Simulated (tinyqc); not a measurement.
Inside a calculation. Model: carrier lifetime of a p-type layer with SRH, radiative, Auger and surface recombination.

Program tinyqc, `OMP_NUM_THREADS=1 python tinyqc.py 2300033 2300034 out.jsonl`; Intel Xeon 2.30GHz, shared host, one thread, about 0.01 s. Printed values are rounded.

Uniform excess density dn = dp (no trapping), n = n0 + dn, p = p0 + dn, Boltzmann statistics, full ionisation. Surfaces enter as a rate 2 S dn/d, which holds while diffusion to them is fast.

Inputs (values chosen for the exercise); band and dielectric values close to those of gallium nitride: temperature T = 350 K; band gap Eg = 3.43 eV; conduction-band density of states at T Nc = 2.92e18 cm^-3; valence-band density of states at T Nv = 5.73e19 cm^-3; radiative coefficient B = 1.1e-10 cm^3/s; acceptor density N = 1.8e14 cm^-3; Auger coefficient (two electrons) Cn = 1.6e-31 cm^6/s; Auger coefficient (two holes) Cp = 1.2e-31 cm^6/s; trap density Nt = 2.1e13 cm^-3; capture cross-section for electrons sn = 2e-17 cm^2; capture cross-section for holes sp = 2e-16 cm^2; thermal velocity (both carriers) vth = 2e7 cm/s; trap level below the conduction band Et = 1.54 eV; surface recombination velocity (both faces) S = 0 cm/s; sample thickness d = 50 um; generation rate G = 8.1e22 cm^-3 s^-1.

Constants: q = 1.602176634e-19 C, kB = 1.380649e-23 J/K, Vt = kB T/q. Results are converted to the units shown.

## Equilibrium densities and SRH constants

ni = sqrt(Nc Nv) exp(-Eg/(2 Vt)), Eg in volts; majority density N/2 + sqrt(N^2/4 + ni^2), n0 p0 = ni^2; n1 = Nc exp(-Et/Vt), p1 = Nv exp((Et - Eg)/Vt); tn0 = 1/(sn vth Nt), tp0 = 1/(sp vth Nt).

ni = 2.611293e-6 cm^-3
n0 = 3.788251e-26 cm^-3
p0 = 1.8e14 cm^-3
n1 = 1.951456e-4 cm^-3
p1 = 3.494238e-8 cm^-3
tn0 = 1.190476e-4 s
tp0 = 1.190476e-5 s

## Starting value

dn = 5e17 cm^-3.

dn at the start = 5e17 cm^-3

## Iteration 1: new dn

With e = n p - ni^2 = dn (n0 + p0 + dn): U_SRH = e/(tp0 (n + n1) + tn0 (p + p1)), U_rad = B e, U_Aug = (Cn n + Cp p) e, U_s = 2 S dn/d. Newton step on ln U(ln dn) = ln G, U the sum: k = d ln U/d ln dn (central difference over factors 1.0001), dn(new) = dn (G/U)^(1/k).

U_SRH = 3.818307e21 cm^-3 s^-1
U_rad = 2.750990e25 cm^-3 s^-1
U_Aug = 3.501800e22 cm^-3 s^-1
U_s = 0 cm^-3 s^-1
k = 2.000773
dn after iteration 1 = 2.714253e16 cm^-3

## Iteration 2: new dn

As before.

U_SRH = 2.073945e20 cm^-3 s^-1
U_rad = 8.157631e22 cm^-3 s^-1
U_Aug = 5.652133e18 cm^-3 s^-1
U_s = 0 cm^-3 s^-1
k = 1.990960
dn after iteration 2 = 2.701064e16 cm^-3

## Course of the iteration

Stop when the step is below 1e-10 of the value, or after 40 iterations.

Course of the iteration:
```
iteration	dn before the step (cm^-3)	step (cm^-3)
1	5e17	-4.73e17
2	2.714253e16	-1.32e14
3	2.701064e16	-1.47e9
4	2.701064e16	0
```

Converged in 4 iterations.

## Lifetime, shares and quasi-Fermi splitting

converged dn = 2.701064e16 cm^-3

With e = n p - ni^2 = dn (n0 + p0 + dn): U_SRH = e/(tp0 (n + n1) + tn0 (p + p1)), U_rad = B e, U_Aug = (Cn n + Cp p) e, U_s = 2 S dn/d. tau = dn/U, shares of U, splitting Vt ln(n p/ni^2), radiative efficiency U_rad/U.

tau = 3.334647e-7 s
shares (%): SRH 0.25480, radiative 99.73832, Auger 0.00688, surface 0.00000
quasi-Fermi splitting = 3.057929 V

Radiative recombination takes the largest share. dn is 150 times the doping: high injection.
